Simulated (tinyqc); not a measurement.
# Gate sheet resistance from two finger widths

Problem. At low frequency R = Rsh Wf/(3 L) + B/Wf, where B collects the channel and vertical terms. Find Rsh, B and the width of lowest R.

Values chosen for this exercise:
```
symbol,value,unit,meaning
L,0.47,um,channel length
```

input resistance of single fingers, contacted at one end, of width 0.79 and 6.1 um (ohm): 48.258982  26.667597

Answer. R Wf is a straight line in Wf^2; the minimum of R lies where both terms are equal.

Rsh = 4.80 ohm/square
B = 36.0 ohm um
width of lowest R = 3.25 um

Numbers from tinyqc (`OMP_NUM_THREADS=1 python tinyqc.py 2262066 2262067 out.jsonl`; about 0.01 s on one thread of a shared Intel Xeon 2.30GHz).
